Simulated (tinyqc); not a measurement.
Strain, valley repopulation and piezoresistance in a many-valley conduction band: one step, computed by the program tinyqc. Command: `OMP_NUM_THREADS=1 python tinyqc.py 3010498 3010499 out.jsonl valleys walk`. One thread of a shared host (Intel(R) Xeon(R) Processor @ 2.30GHz), about 0.03 s of CPU time with the checks.

Valleys are ellipsoids with mass m_l along the axis a and m_t across it, parabolic, with one constant relaxation time; strain shifts the valleys and leaves the masses alone. Currents are taken along [100], in the plane, and along [001], across the plane.

Task: Strain. Compliances S11 = (C11 + C12)/((C11 - C12)(C11 + 2 C12)), S12 = -C12/((C11 - C12)(C11 + 2 C12)), S44 = 1/C44; stress sigma_xx = sigma_yy = X, all else 0; e_xx = S11 sigma_xx + S12 (sigma_yy + sigma_zz), e_xy = S44 sigma_xy/2 (tensor strain).

Inputs (values chosen for the exercise, modelled on silicon): C11 = 164 GPa; C12 = 64.1 GPa; C44 = 79.3 GPa; stress X (tension positive) = -170 MPa.

Valley axes: <100> (6 valleys in 3 pairs). Load: biaxial in the (001) plane.

Give: strain tensor.

Result:

strain tensor (%), rows x, y, z:
$$\begin{pmatrix}
-0.095510 & 0.000000 & 0.000000 \\
0.000000 & -0.095510 & 0.000000 \\
0.000000 & 0.000000 & 0.074661
\end{pmatrix}$$
